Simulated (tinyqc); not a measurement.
Punch-through p+-n junction, ionisation integral and breakdown: two steps of the calculation.

A p+ layer at x < 0 and an n drift layer from x = 0 to L on an n+ substrate. Depletion approximation, built-in voltage neglected. Local ionisation coefficients alpha_n = an exp(-(bn/E)^mx), alpha_p = ap exp(-(bp/E)^mx). Electrons move towards +x, holes towards x = 0.

Inputs (values chosen for the exercise); material values close to those of indium phosphide:
- eps_r = 12.5 (relative permittivity)
- an = 1.13e7 1/cm (prefactor of the electron ionisation coefficient)
- bn = 2.91e6 V/cm (field constant for electrons)
- ap = 4.48e6 1/cm (prefactor of the hole ionisation coefficient)
- bp = 2.66e6 V/cm (field constant for holes)
- mx = 1 (exponent)
- N = 5.6e15 cm^-3 (donor density of the drift layer)
- L = 3.2 um (thickness of the drift layer)
- V = 97.9 V (reverse voltage)
- fr = 1 (share of the depleted width that the grid covers)

Constants: q = 1.602176634e-19 C, eps0 = 8.8541878128e-14 F/cm where lengths are in cm. Results are converted to the units shown.

Problem 1. Field and ionisation coefficients on a grid. W = sqrt(2 eps0 eps_r V/(q N)), peak field E0 = q N W/(eps0 eps_r), falling linearly to 0 at W; if W > L the layer is punched through: W = L, E0 = V/L + q N L/(2 eps0 eps_r), falling linearly to E1 = V/L - q N L/(2 eps0 eps_r). Grid: 12 equal steps from 0 to fr W.

Wanted: W; x; E; alpha_n; alpha_p.

Solution 1.

W = 3.2000 um

```
point  x (um)  E (kV/cm)  alpha_n (1/cm)  alpha_p (1/cm)
0      0.0000     435.64           14193          9988.8
1      0.2667     414.03           10014          7262.0
2      0.5333     392.41          6799.2          5097.4
3      0.8000     370.79          4412.6          3433.3
4      1.0667     349.17          2714.4          2202.0
5      1.3333     327.56          1566.1          1331.9
6      1.6000     305.94          835.95          750.36
7      1.8667     284.32          405.60          387.41
8      2.1333     262.70          174.71          179.40
9      2.4000     241.08          64.706          72.360
10     2.6667     219.47          19.706          24.407
11     2.9333     197.85          4.6281          6.4919
12     3.2000     176.23         0.76182          1.2478
```

Problem 2. Ionisation integrals by the trapezoid rule. G(x) = integral from 0 to x of (alpha_n - alpha_p); I_n = integral of alpha_n exp(-G) (electrons injected at x = 0), I_p = integral of alpha_p exp(G(end) - G) (holes injected at the far edge); M = 1/(1 - I). All integrals by the trapezoid rule on the grid.

```
point     x (um)  alpha_n (1/cm)  alpha_p (1/cm)
0      0.0000000       14193.476       9988.8217
1      0.2666667       10014.253       7262.0117
2      0.5333333       6799.2253       5097.3503
3      0.8000000       4412.5785       3433.2757
4      1.0666667       2714.4120       2202.0166
5      1.3333333       1566.0519       1331.9025
6      1.6000000       835.94816       750.35565
7      1.8666667       405.59757       387.40598
8      2.1333333       174.71077       179.39680
9      2.4000000       64.706373       72.360500
10     2.6666667       19.705770       24.406650
11     2.9333333       4.6281010       6.4918994
12     3.2000000      0.76181855       1.2477739
```

Find: G; alpha_n exp(-G); I_n; I_p; M_n; M_p.

Solution 2.

```
point       G  alpha_n exp(-G) (1e4 1/cm)
0      0.0000                       1.419
1      0.0928                       0.913
2      0.1521                       0.584
3      0.1879                       0.366
4      0.2078                       0.221
5      0.2177                       0.126
6      0.2220                       0.067
7      0.2234                       0.032
8      0.2236                       0.014
9      0.2234                       0.005
10     0.2232                       0.002
11     0.2231                       0.000
12     0.2231                       0.000
```

I_n = 0.8104
I_p = 0.7611
M_n = 5.274
M_p = 4.186

tinyqc, about 0.08 s, one thread, Intel Xeon 2.30GHz (shared host): `OMP_NUM_THREADS=1 python tinyqc.py 2120123 2120124 out.jsonl`
